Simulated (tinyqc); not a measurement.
Wider gaps screen less: band offset of a heterojunction with an interface dipole (two-band chains, self-consistent charge).

Sites alternate A, C. Left: A at -G1/2, C at +G1/2, hopping -t1; right: A at D - G2/2, C at D + G2/2, hopping -t2; the bonds across the two interfaces of a ring (C left to A right, C right to A left) have -sqrt(t1 t2). D is the offset of the mid-gaps, so Ev(right) - Ev(left) = D - (G2 - G1)/2 and Ec(right) - Ec(left) = D + (G2 - G1)/2. The closing bond has its sign reversed (antiperiodic ring). Half the levels are filled with two electrons each. The charge moved is q = (electrons on the left) less one a site; the mean over the two interfaces, q/2, is taken as the charge that crosses each, and its dipole opposes the offset: D = D0 - u q/2.

From here on the ring has 24 cells a side.

Parameters, chosen for this exercise (gaps near those of InGaAs and InP; the chains and D0 are free models, so the offsets are not those of the real pair; the results hold for these values, not for the real material): G1 = 0.75 eV (gap on the left); t1 = 1.8 eV (hopping on the left); t2 = 2.57 eV (hopping on the right); u = 2.8 eV (potential step per electron moved across).

G2 is varied. chi = (q(+0.01) - q(-0.01))/0.02 at D = 0, S = 1/(1 + u chi/2).

Against G2:

| G2 (eV) | chi (1/eV) | S |
|---|---|---|
| 0.7 | 0.72886 | 0.4950 |
| 1.1 | 0.57689 | 0.5532 |
| 1.5 | 0.47895 | 0.5986 |
| 2.3 | 0.35600 | 0.6674 |
| 3.4 | 0.25734 | 0.7351 |
| 7.0 | 0.11380 | 0.8626 |
| 9.0 | 0.07777 | 0.9018 |

Give the missing row, G2 (eV) = 5.5.

Computed row:
```
G2 (eV)  chi (1/eV)       S
5.5         0.15560  0.8211
```

chi falls from 0.7289 to 0.0778 1/eV, a factor 9.4, and S rises from 0.495 to 0.902: charge crosses through the tails of states that tunnel into the other gap, and these shorten as the gap widens. u is kept fixed, though a wider gap also screens less and would raise it.

Run: tinyqc, `OMP_NUM_THREADS=1 python tinyqc.py 1482652 1482653 out.jsonl`; Intel(R) Xeon(R) Processor @ 2.30GHz, one thread, shared host; about 0.5 s of CPU time with all checks.
